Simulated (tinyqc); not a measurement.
# One-diode model of a solar cell, step by step

Numbers from tinyqc (`OMP_NUM_THREADS=1 python tinyqc.py 2280121 2280122 out.jsonl`; about 0.01 s on one thread of a shared Intel Xeon 2.30GHz). Printed values are rounded.

J is the current delivered and Vj = V + J Rs the junction voltage. J = X JL - J01 (exp(Vj/(n1 Vt)) - 1) - Vj/Rp. The photocurrent does not depend on voltage.

Inputs (values chosen for the exercise); values of the order met in cells of germanium:
```
symbol    value      unit                          meaning
T           300         K                      temperature
JL         44.1   mA/cm^2          photocurrent at one sun
X            10      suns                    concentration
J01     0.00081    A/cm^2  saturation current of the diode
n1         1.67               ideality factor of the diode
Rs        0.096  ohm cm^2                series resistance
Rp         4000  ohm cm^2                 shunt resistance
Pin         100   mW/cm^2        incident power at one sun
```

Constants: q = 1.602176634e-19 C, kB = 1.380649e-23 J/K, Vt = kB T/q. Results are converted to the units shown.

## Starting value

Vj = 0.24 V.

Vj at the start = 0.24 V

## Iteration 1: new Vj

Maximum power: dP/dVj = f = J (1 + 2 Rs G) - G Vj = 0. G = -dJ/dVj = J01 exp(Vj/(n1 Vt))/(n1 Vt) + 1/Rp. H = dG/dVj; f' = -2 G - 2 Rs G^2 + (2 Rs J - Vj) H; Vj(new) = Vj - f/f'.

J = 231.493 mA/cm^2
G = 4.87037 S/cm^2
H = 112.805 S/(cm^2 V)
f = -720.923 mA/cm^2
f' = -36.3545 S/cm^2
Vj after iteration 1 = 0.220170 V

## Iteration 2: new Vj

As before.

J = 308.934 mA/cm^2
G = 3.07675 S/cm^2
H = 71.2601 S/(cm^2 V)
f = -185.975 mA/cm^2
f' = -19.4335 S/cm^2
Vj after iteration 2 = 0.210600 V

## Iteration 3: new Vj

As before.

J = 335.343 mA/cm^2
G = 2.46510 S/cm^2
H = 57.0926 S/(cm^2 V)
f = -25.0891 mA/cm^2
f' = -14.4447 S/cm^2
Vj after iteration 3 = 0.208863 V

## Course of the iteration

Stop when the step is below 1e-10 V, or after 60 iterations.

Course of the iteration:
```
iteration,Vj before the step (V),step (V)
1,0.24,-0.0198
2,0.220170,-9.57e-3
3,0.210600,-1.74e-3
4,0.208863,-4.82e-5
5,0.208815,-3.58e-8
6,0.208815,-1.98e-14
```

Converged in 6 iterations.

## Figures of merit

Jsc at V = 0, Voc at J = 0, the maximum power point where J (1 + 2 Rs G) = G Vj with G = -dJ/dVj; FF = Vmp Jmp/(Voc Jsc); efficiency Vmp Jmp/(X Pin). Empirical fill factor without parasitics FF0 = (v - ln(v + 0.72))/(v + 1), v = Voc/(n1 Vt).

Jsc = 439.646 mA/cm^2
Voc = 0.272051 V
Vmp = 0.176208 V
Jmp = 339.654 mA/cm^2
FF = 0.500389
efficiency = 5.98497 %
FF0 = 0.596112

FF is 16 % below FF0. Removing one loss at a time changes the efficiency by: series resistance +1.19, shunt +0.00 points.
